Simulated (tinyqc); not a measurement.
Luttinger-Kohn k.p, four valence bands, step by step. Computed by tinyqc, a small Python program that keeps every step. Settings: g1 = 4.4, g2 = 1.29, g3 = 1.61. Command: `OMP_NUM_THREADS=1 python tinyqc.py 30664 30665 out.jsonl` (the two numbers bound the seeds that draw the settings). One thread of a shared host (Intel(R) Xeon(R) Processor @ 2.60GHz), about 0.01 s of CPU time with the checks.

## Bloch Hamiltonian at k

Luttinger parameters chosen for this model; energies are counted downward from the top of the valence band:
```
parameter,value,unit
g1,4.400000,
g2,1.290000,
g3,1.610000,
```

k point k (1/angstrom): -0.005000  0.040000  0.039000

P = c g1 k^2, Q = c g2 (kx^2 + ky^2 - 2 kz^2), R = c sqrt3 [-g2 (kx^2 - ky^2) + 2i g3 kx ky], S = 2 c sqrt3 g3 (kx - i ky) kz, c = hbar^2/2m = 3.809982 eV angstrom^2; rows [P+Q, -S, R, 0], [-S*, P-Q, 0, R], [R*, 0, P-Q, S], [0, R*, S*, P+Q]. The path ends lie at |k| = 0.06 1/angstrom.

H(k) at k (eV), lower triangle (Hermitian):
```
,3/2,1/2,-1/2,-3/2
3/2,0.045775
1/2,0.004144-0.033149i,0.059704
-1/2,0.013408+0.004250i,0.000000,0.059704
-3/2,0.000000,0.013408+0.004250i,-0.004144+0.033149i,0.045775
```

## Levels at k

Diagonalise the Hermitian matrix.

eigenvalues (eV): 0.015830  0.015830  0.089649  0.089649

## Bands along a path

The same steps at evenly spaced points between the labelled ones.

Bands along the path (eV):
```
k,band 1,band 2,band 3,band 4
[111],0.016185,0.016185,0.104515,0.104515
[111]-G 0.20,0.010358,0.010358,0.066890,0.066890
[111]-G 0.40,0.005827,0.005827,0.037626,0.037626
[111]-G 0.60,0.002590,0.002590,0.016722,0.016722
[111]-G 0.80,0.000647,0.000647,0.004181,0.004181
G,0.000000,0.000000,0.000000,0.000000
G-[100] 0.20,0.000999,0.000999,0.003829,0.003829
G-[100] 0.40,0.003994,0.003994,0.015318,0.015318
G-[100] 0.60,0.008987,0.008987,0.034465,0.034465
G-[100] 0.80,0.015976,0.015976,0.061272,0.061272
[100],0.024963,0.024963,0.095737,0.095737
```

## Hole masses

E = c [g1 k^2 -/+ 2 sqrt(g2^2 k^4 + 3 (g3^2 - g2^2)(kx^2 ky^2 + ky^2 kz^2 + kz^2 kx^2))] with c = hbar^2/2m, and m* = hbar^2 k^2 / (2 E).

Masses (electron masses):
```
direction,heavy,light
[100],0.549451,0.143266
[110],0.753309,0.133824
[111],0.847458,0.131234
```
